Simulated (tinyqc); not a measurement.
Exact and approximate size effects: heat flow across a film from the phonon Boltzmann equation in the relaxation-time approximation. Computed by tinyqc, a small Python program. Command: `OMP_NUM_THREADS=1 python tinyqc.py 3011316 3011317 out.jsonl slabbte walk`. One thread of a shared host (Intel(R) Xeon(R) Processor @ 2.30GHz), about 0.01 s of CPU time with the checks.

Two black walls, hot at x = 0 and cold at x = L, emit phonons isotropically. For one free path Lambda, with tau = x/Lambda, tau_L = L/Lambda and phi = (T - T_cold)/Delta T, energy balance gives phi(tau) = (1/2) [E2(tau) + int_0^tau_L phi(s) E1(|tau - s|) ds]; E_n are the exponential integrals. The flux over the ballistic flux C v Delta T/4 is psi = 1 - 2 int_0^tau_L phi(s) E2(s) ds, and kappa_eff/kappa = (3/4) tau_L psi. kappa = C v Lambda/3 is an input, so at fixed kappa a longer free path means a smaller C v.

Inputs (values chosen for the exercise, modelled on germanium):

| quantity | value | unit |
|---|---|---|
| free path Lambda_1 | 120 | nm |
| free path Lambda_2 | 520 | nm |
| share f_2 of kappa | 0.41 | - |
| free path Lambda_3 | 9800 | nm |
| share f_3 of kappa | 0.18 | - |

Free-path groups: three.

Method:
- Cut the film into n equal cells with constant phi, collocated at the centres c_i: the kernel integrates to A_ij = |E2(|c_i - e_j|) - E2(|c_i - e_(j+1)|)|/2 for cell edges e_j, and A_ii = 1 - E2(half a cell); solve (1 - A) phi = E2(c)/2; psi = 1 - 2 sum_j phi_j [E3(e_j) - E3(e_(j+1))].
- Each group is solved on its own with 150 and 300 cells, psi = (4 psi(300) - psi(150))/3, and weighted by its share of kappa (f_1 is what the others leave); exchange of energy between groups inside the film is left out.
- Two-flux: kappa_eff/kappa = sum f_i/(1 + 4 Lambda_i/(3 L)). Matthiessen with the thickness: sum f_i/(1 + Lambda_i/L). Ballistic limit: sum f_i 3 L/(4 Lambda_i).

Kappa_eff/kappa:

| L (nm) | Boltzmann | two-flux | Matthiessen | ballistic limit |
|---|---|---|---|---|
| 3.6 | 0.011130 | 0.011189 | 0.014827 | 0.011403 |
| 12 | 0.035264 | 0.035745 | 0.046741 | 0.038011 |
| 30 | 0.080294 | 0.082154 | 0.10491 | 0.095029 |
| 72 | 0.16193 | 0.16680 | 0.20493 | 0.22807 |
| 180 | 0.29541 | 0.30401 | 0.35468 | 0.57017 |
| 480 | 0.47123 | 0.48161 | 0.53320 | 1.5205 |
| 1200 | 0.62775 | 0.63676 | 0.67841 | 3.8011 |
| 3000 | 0.74970 | 0.75588 | 0.78585 | 9.5029 |

What follows from these numbers?

The two-flux formula lies above the Boltzmann result by at most about 3.0 % (at L = 72 nm); the Matthiessen form is high by up to 33 %, since it misses the factor 3/4 of the ballistic limit. The thinnest film reaches 98 % of that limit, and the thickest, 25 Lambda_1, only 75 % of the bulk value: the long free paths keep the size effect alive far beyond Lambda_1. Rows below about 10 nm are near the phonon wavelength, where a particle picture fails.
